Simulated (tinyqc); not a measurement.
# Gap and mass from two generation rates

Inverse problem. In the two-band model the band-to-band tunnelling rate in a uniform field is G = A F^2 exp(-B/F), with B = pi sqrt(m/C) Eg^1.5/4 (V/nm), A = 1e21 (2 q/h) m Eg/(16 pi C B) for G in cm^-3 s^-1 and F in V/nm, C = hbar^2/(2 m0). Find B, A, Eg and m.

Constants: q = 1.602176634e-19 C, hbar = 1.054571817e-34 J s, h = 6.62607015e-34 J s, m0 = 9.1093837015e-31 kg, hbar^2/(2 m0) = 0.0380998212 eV nm^2. Results are converted to the units shown.

G at F = 0.028 and 0.059 V/nm (cm^-3 s^-1): 24180.726  1.0674143e19

Answer. The slope of ln(G/F^2) against 1/F is -B and the intercept gives A. The product A B fixes m Eg, and B = (pi/4) Eg sqrt(m Eg/C) then gives Eg.

B = 1.72 V/nm
A = 1.35e34 cm^-3 s^-1 (V/nm)^-2
Eg = 1.41 eV
m = 0.0650 m0

Computed by the program tinyqc: `OMP_NUM_THREADS=1 python tinyqc.py 2620020 2620021 out.jsonl`, one thread of a shared Intel Xeon 2.30GHz, about 0.01 s for the whole run.
